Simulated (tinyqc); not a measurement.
Worked calculation: plane-wave Kohn-Sham cycle with exchange-only LDA in a layered model solid. One step of it, computed by the program tinyqc.

Task: Iteration 2: Hamiltonian at one k. H(m,m') = (k + G_m)^2/2 delta + V(G_m - G_m'), with V(-G) = V(G).

A solid whose potential varies along x alone (atomic units):
```
parameter                      value
period a                   10.200000
cross-section of the cell  35.000000
electrons per cell                 2
grid points                       16
plane waves -n..n, n               3
k points                           4
V1 in V1 cos(2 pi x/a)     -0.390000
V2 in V2 cos(4 pi x/a)     -0.040000
```

V(G_m), m = 0, 1, 2, ... (hartree): -0.172209  -0.168175  -0.021534  -0.001642  0.000217  0.000309  0.000051

k = 0.125000 2 pi / a

Give: H.

Result:

H (hartree), lower triangle:
```
         -3       -2       -1       +0       +1       +2      +3
-3   1.3960
-2  -0.1682   0.4948
-1  -0.0215  -0.1682  -0.0269
+0  -0.0016  -0.0215  -0.1682  -0.1692
+1   0.0002  -0.0016  -0.0215  -0.1682   0.0679
+2   0.0003   0.0002  -0.0016  -0.0215  -0.1682   0.6845
+3   0.0001   0.0003   0.0002  -0.0016  -0.0215  -0.1682  1.6806
```
